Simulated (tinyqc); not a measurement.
Donor near an oxide interface in a gate field (two-state model): sweeps and comparisons. A value that a table varies takes the place of the one given here.

Interface at z = 0 (hard wall), donor at z = d, field F pulling electrons to the interface: potential e F z; 1 kV/cm = 1e-5 eV/angstrom, c = hbar^2/2m0, q = e^2/(4 pi eps0), Q = (eps - eo)/(eps + eo). Donor state: E_D = e F d - ED - q Q/(4 eps d), the last term joining the images of ion and electron. Interface state: z exp(-b z/2) exp(-rho^2/(2 L^2)) with E_z = c b^2/(4 mz) + 3 e F/b + q Q b/(8 eps), minimised over b; in the plane at z = 3/b the ion (distance D = d - 3/b) and its image (D' = d + 3/b) give E_rho = c/(mt L^2) - (q/eps)(sqrt(pi)/L)[erfcx(D/L) + Q erfcx(D'/L)], erfcx(x) = exp(x^2) erfc(x), minimised over L. E_I = E_z + E_rho.

The two states couple by t = t0 exp(-D/aD) with t0 = q/(eps aD) (2 aD/L) sqrt(aD b/2) v, v a valley factor; this form is an estimate. With detuning u = E_D - E_I the splitting is sqrt(u^2 + 4 t^2) and the lower state has weight (1 - u/sqrt(u^2 + 4 t^2))/2 on the donor.

Constants: hbar^2/2m0 = 3.80998211 eV angstrom^2; e^2/(4 pi eps0) = 14.39964547 eV angstrom.

Inputs chosen for the exercise (near those of a donor in Si below HfO2, static dielectric constants; not measured data):

| symbol | value | unit | meaning |
|---|---|---|---|
| d | 150 | angstrom | depth of the donor |
| ED | 31.4 | meV | bulk binding energy |
| mz | 0.913 | m0 | mass across the interface |
| mt | 0.194 | m0 | mass in the plane |
| eps | 11.4 |  | dielectric constant of the semiconductor |
| eo | 22 |  | dielectric constant of the oxide |
| aD | 14.4 | angstrom | donor radius |
| v | 0.48 |  | valley factor |
| Fl | (25.118, 25.145, 25.156, 25.162, 25.167, 25.178, 25.206) | kV/cm | fields |
| dl | (60, 80, 105, 135, 170, 215, 270) | angstrom | depths |

## Sweeping the field

Both levels, the splitting, the donor weight and the mean depth w d + (1 - w) 3/b.

Results:

| F (kV/cm) | E_D (meV) | E_I (meV) | splitting (meV) | donor weight | mean depth (angstrom) |
|---|---|---|---|---|---|
| 25.118 | 6.945 | 6.993 | 0.0486 | 0.996 | 149.5 |
| 25.145 | 6.986 | 7.004 | 0.0195 | 0.974 | 147.1 |
| 25.156 | 7.002 | 7.008 | 0.00886 | 0.857 | 133.9 |
| 25.162 | 7.011 | 7.011 | 0.00620 | 0.477 | 91.1 |
| 25.167 | 7.019 | 7.013 | 0.00849 | 0.158 | 55.2 |
| 25.178 | 7.035 | 7.017 | 0.0190 | 0.027 | 40.5 |
| 25.206 | 7.077 | 7.028 | 0.0492 | 0.004 | 37.8 |

E_D rises by 1.50 and E_I by 0.40 meV per kV/cm, so they cross once, near 25.2 kV/cm, where the splitting is 2t = 0.00619 meV. The donor weight passes from 0.85 to 0.15 while the detuning goes from -2t to 2t, a window of 0.011 kV/cm or 0.045 % of the field; across the table the charge moves by 112 angstrom.

## Depth of the donor

Critical field, and the coupling, E_rho and L at that field.

Results:

| d (angstrom) | critical field (kV/cm) | e F d/ED | t (meV) | E_rho (meV) | L (angstrom) |
|---|---|---|---|---|---|
| 60 | 73.7 | 1.408 | 1.9 | -12.73 | 59 |
| 80 | 52.1 | 1.327 | 0.44 | -9.53 | 74 |
| 105 | 37.8 | 1.265 | 0.073 | -7.26 | 91 |
| 135 | 28.4 | 1.219 | 0.0089 | -5.65 | 110 |
| 170 | 21.9 | 1.183 | 0.00077 | -4.50 | 131 |
| 215 | 16.8 | 1.152 | 3.4e-05 | -3.57 | 157 |
| 270 | 13.1 | 1.127 | 7.4e-07 | -2.85 | 186 |

The critical field falls from 74 to 13 kV/cm, with exponent -1.15 in d, while t drops by a factor 2.5e+06, about e for each 14 angstrom at the end (aD = 14.4). One lattice plane (1.36 angstrom) of misplacement changes t by 9 % and the critical field by about 1.5 % at 105 angstrom.

## What each parameter does

Critical field (E_D = E_I), and t and L there. Each row changes one parameter from the base and keeps the others.

Results:

| case | critical field (kV/cm) | t (meV) | L (angstrom) |
|---|---|---|---|
| base | 25.2 | 0.00310 | 119.5 |
| d = 165 angstrom | 22.6 | 0.00109 | 128.5 |
| ED = 37.4 meV | 30.5 | 0.00272 | 121.3 |
| aD = 15.8 angstrom | 25.2 | 0.00649 | 119.5 |
| mz = 0.776 m0 | 26.1 | 0.00356 | 117.7 |
| mt = 0.223 m0 | 25.0 | 0.00330 | 112.8 |
| eo = 33 | 23.9 | 0.00264 | 125.9 |
| eps = 12.1 | 25.9 | 0.00292 | 121.6 |

The largest shifts from the base row, up to three for each result and ties (the steps differ in size, so this ranks the rows, not the parameters). critical field (kV/cm): ED +5.4, d -2.6, eo -1.3; unchanged at the printed digits by aD. t (meV): aD +0.00339, d -0.00201, eo -0.000462. L (angstrom): d +8.9, mt -6.7, eo +6.4; unchanged at the printed digits by aD.

tinyqc: `OMP_NUM_THREADS=1 python tinyqc.py 1250244 1250245 out.jsonl`; about 0.04 s, one thread, shared Intel(R) Xeon(R) Processor @ 2.30GHz.
